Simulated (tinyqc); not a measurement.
# Haynes-Shockley experiment: what a collector records, against the distance from injector to collector

A sheet injected at x = 0, t = 0 gives at x = L the signal n(t) = N0 exp(-t/tau - (L - v t)^2/(4 D t))/sqrt(4 pi D t), D = mu Vt, v = mu F. Its peak lies at tp = [-D + sqrt(D^2 + u^2 L^2)]/u^2, u^2 = v^2 + 4 D/tau; dt is the full width at half height. Simple readings: mobility L/(F tp), diffusion coefficient (L dt/tp)^2/(16 ln 2 tp). Area v times the integral of n over N0: (v/u) exp(L (v - u)/(2 D)).

Inputs (values chosen for the exercise):
- T = 300 K (temperature)
- mu = 401 cm^2/(V s) (minority-carrier mobility)
- F = 15 V/cm (sweep field along the drift)
- tau = 9.1e-6 s (lifetime)

Constants: q = 1.602176634e-19 C, kB = 1.380649e-23 J/K, Vt = kB T/q. Results are converted to the units shown.

Results:

| L (um) | L/v (us) | tp (us) | dt (us) | apparent mobility (cm^2/(V s)) | apparent D (cm^2/s) | area | exp(-L/(v tau)) |
|---|---|---|---|---|---|---|---|
| 95 | 1.5794 | 1.2556 | 1.8376 | 504.43 | 13.884 | 0.79634 | 0.84067 |
| 160 | 2.6600 | 2.2652 | 2.4915 | 470.88 | 12.327 | 0.70967 | 0.74654 |
| 420 | 6.9825 | 6.3309 | 4.2025 | 442.28 | 11.071 | 0.44759 | 0.46426 |
| 690 | 11.471 | 10.559 | 5.4396 | 435.64 | 10.789 | 0.27734 | 0.28349 |
| 1100 | 18.288 | 16.982 | 6.9074 | 431.83 | 10.629 | 0.13407 | 0.13404 |
| 1900 | 31.588 | 29.515 | 9.1149 | 429.16 | 10.518 | 0.032466 | 0.031080 |
| 3000 | 49.875 | 46.749 | 11.477 | 427.81 | 10.462 | 0.0046188 | 0.0041660 |

Estimate the missing row, L = 260 um.

Computed row:

| L (um) | L/v (us) | tp (us) | dt (us) | apparent mobility (cm^2/(V s)) | apparent D (cm^2/s) | area | exp(-L/(v tau)) |
|---|---|---|---|---|---|---|---|
| 260 | 4.3225 | 3.8271 | 3.2562 | 452.91 | 11.530 | 0.59438 | 0.62188 |

With this row back in the table: True values: mu = 401 cm^2/(V s), D = 10.4 cm^2/s. The apparent mobility is 26 % above the true one in the first row and 6.7 % above it in the last, and the apparent D 34 % above and 0.92 % above D. The peak always comes before L/v, since spreading and decay both weigh down the later part of the signal; the shift is 21 % and 6.3 % in these rows.

Program tinyqc, `OMP_NUM_THREADS=1 python tinyqc.py 2310101 2310102 out.jsonl`; Intel Xeon 2.30GHz, shared host, one thread, about 0.01 s.
